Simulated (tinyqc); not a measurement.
From results back to parameters: Slater-Koster d bands of a bcc metal. Three cases, with inputs chosen for the exercise.

Problem. In a bcc d band E(t2g) = +/-((8/3) dds + (16/9) ddp + (32/9) ddd) + f2 (4 ddp + 2 ddd) and E(eg) = +/-((16/3) ddp + (8/3) ddd) + f2 (3 dds + 3 ddd), with + at Gamma and - at H = (1,0,0). ddd is given; the four levels come from hidden dds, ddp and f2.

Find: f2; dds, ddp.

Method. Half differences between Gamma and H give the first-neighbour parts and half sums the second. The eg half difference gives ddp and the t2g one dds. Since 4 ddp + 2 ddd is 3/4 of (16/3) ddp + (8/3) ddd, f2 is 4/3 of the ratio of the t2g half sum to the eg half difference; the eg half sum then serves as a check. Without ddd these four levels would not fix the three integrals.

Case 1.

Values chosen (out of a larger set: of the size met in Mo; not measured data): ddd = -0.135 eV (dd delta).

levels (eV): t2g Gamma -0.74067, eg Gamma 2.44349, t2g H 4.11266, eg H -6.78851

Solution.

f2 = 0.487

dds, ddp (eV): -1.352  0.933

Case 2.

Values chosen (out of a larger set: of the size met in Ta; not measured data): ddd = -0.041 eV (dd delta).

levels (eV): t2g Gamma -0.97385, eg Gamma 1.89765, t2g H 3.85104, eg H -5.97968

Solution.

f2 = 0.487

dds, ddp (eV): -1.356  0.759

Case 3.

Values chosen (out of a larger set: of the size met in Nb; not measured data): ddd = -0.113 eV (dd delta).

levels (eV): t2g Gamma -1.50153, eg Gamma 0.77236, t2g H 3.38914, eg H -4.39564

Solution.

f2 = 0.487

dds, ddp (eV): -1.127  0.541

Computed by tinyqc, one run a case: `OMP_NUM_THREADS=1 python tinyqc.py N N+1 out.jsonl` with N = 1481049, 1481101, 1481232; one thread of a shared Intel(R) Xeon(R) Processor @ 2.30GHz, about 0.03 s a run at most.
